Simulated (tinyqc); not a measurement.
Against thickness at fixed field: leakage through a gate insulator: direct, Fowler-Nordheim, trap-assisted and Poole-Frenkel currents. Computed by tinyqc, a small Python program. Command: `OMP_NUM_THREADS=1 python tinyqc.py 3016542 3016543 out.jsonl oxideleak walk`. One thread of a shared host (Intel(R) Xeon(R) Processor @ 2.30GHz), about 0.01 s of CPU time with the checks.

Electrons enter from the cathode Fermi level at x = 0; the conduction band of the insulator lies phi_b - e F x above it, F = V/t. WKB exponents use a parabolic band with mass m.

Inputs (values chosen for the exercise, with an insulator like Si3N4): thickness t = 1.8 nm; barrier phi_b = 2.06 eV; tunnelling mass m = 0.41 m_0; static constant eps_ox = 7.27; voltage across the insulator V = 1.1 V; trap depth phi_t = 1.4 eV; trap density N_t = 1.2e+18 cm^-3; attempt rate nu_0 = 6e+12 1/s; activation of capture E_a = 0.076 eV; temperature T = 450 K.

Constants: hbar^2/(2 m_0) = 3.80998212 eV angstrom^2; e = 1.602176634e-19 C; hbar = 1.054571817e-34 J s; k_B = 8.617333262e-05 eV/K.

Method:
- For a level a distance phi(x) below the band, the WKB exponent is 2 int kappa dx with kappa = sqrt(m phi/(hbar^2/2m_0)); for a linear barrier from phi_1 down to phi_2 = max(phi_1 - e F d, 0) it is G = (4/3) sqrt(m/(hbar^2/2m_0)) (phi_1^(3/2) - phi_2^(3/2))/(e F).
- J_tun = e^3 F^2/(16 pi^2 hbar m phi_b) x exp(-G) / [1 - sqrt(phi_2/phi_b)]^2 with the free-electron mass in the cathode (m in m_0), phi_2 = max(phi_b - e V, 0): direct tunnelling for e V < phi_b, Fowler-Nordheim above. Image forces, back-flow and the limit on supply are left out, so J_tun is overstated below about 0.5 V.
- Equivalent oxide thickness = 3.9 t/eps_ox.
- A trap at depth x lies phi_t below the band. Capture: tunnel at the cathode Fermi level from 0 to x (G_in from phi_1 = phi_b), rate nu_0 exp(-G_in - E_c/k_B T) with E_c = E_a + max(phi_b - phi_t - e F x, 0), the last term being the height of the trap above the cathode Fermi level. Emission: tunnel from the trap level to the anode (G_out from phi_1 = phi_t over t - x), rate nu_0 exp(-G_out - E_a/k_B T). Re-emission to the cathode follows from detailed balance, rate_back = rate_in exp(dE/k_B T) with dE = phi_b - phi_t - e F x. Each trap passes R = rate_in rate_out/(rate_in + rate_back + rate_out) electrons per second; filling from the anode is left out.
- J_TAT = e N_t int_0^t R dx by the midpoint rule on 400 intervals; the most effective depth is the midpoint with the largest R, rounded to 0.01 nm.

field F = 6.11111 MV/cm

Currents:
```
t (nm)   V (V)  J_tun (A/cm^2)  J_TAT (A/cm^2)
1.2     0.7333      6.3359e+04         0.30062
1.6     0.9778      1.8339e+03         0.36314
2.2     1.3444      1.9847e+01         0.27579
3.0     1.8333      2.1312e-01         0.08274
4.0     2.4444      4.3966e-02         0.04245
5.5     3.3611      4.3966e-02         0.04245
7.5     4.5833      4.3966e-02         0.04247
10.0    6.1111      4.3966e-02         0.04250
```

What does the comparison show, and why?

Between the first rows J_tun falls by 3.85 decades per nm. From t = phi_b/(e F) = 3.37 nm it stops changing, since a triangular barrier does not feel the thickness. J_TAT stays below J_tun at all these thicknesses.

Extremes, crossings and ranges named in words are read from the listed rows.
